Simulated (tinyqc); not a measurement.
Diffusion length from constant photovoltage.

Question. In a thick sample with a thin depletion layer the excess density at its edge goes as flux/(1/alpha + L), so the flux needed for a fixed surface photovoltage is proportional to 1/alpha + L. Find L.

photon flux for the same photovoltage at absorption coefficients 110 and 650 1/cm (relative units): [118.90909, 43.384615]

Answer. The line of flux against 1/alpha meets zero at -L.

slope against 1/alpha = 1.000 1/um
L = 28.00 um

Program tinyqc, `OMP_NUM_THREADS=1 python tinyqc.py 2430082 2430083 out.jsonl`; Intel Xeon 2.30GHz, shared host, one thread, about 0.01 s.
